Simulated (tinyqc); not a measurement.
Doping from the body effect.

Problem. The threshold of a long MOSFET, counted against the source, shifts by gamma (sqrt(2 phiF + Vsb) - sqrt(2 phiF)) with gamma = sqrt(2 eps0 eps_r q N)/Cox. Find 2 phiF, gamma and N from two shifts.

Inputs (values chosen for the exercise): relative permittivity eps_r = 11.9.

Constants: q = 1.602176634e-19 C, eps0 = 8.8541878128e-14 F/cm where lengths are in cm. Results are converted to the units shown.

|VT - VT(0)| at source-body biases 1 and 2.3 V (V): 0.10020171  0.19217886
Cox = 0.28333401 uF/cm^2

Answer. The ratio of the shifts depends on 2 phiF alone and rises steadily with it, so it fixes 2 phiF; either shift then gives gamma, and gamma gives N.

2 phiF = 0.7062 V
gamma = 0.2151 V^0.5
N = 1.100e16 cm^-3

tinyqc, about 0.01 s, one thread, Intel Xeon 2.30GHz (shared host): `OMP_NUM_THREADS=1 python tinyqc.py 2060145 2060146 out.jsonl`
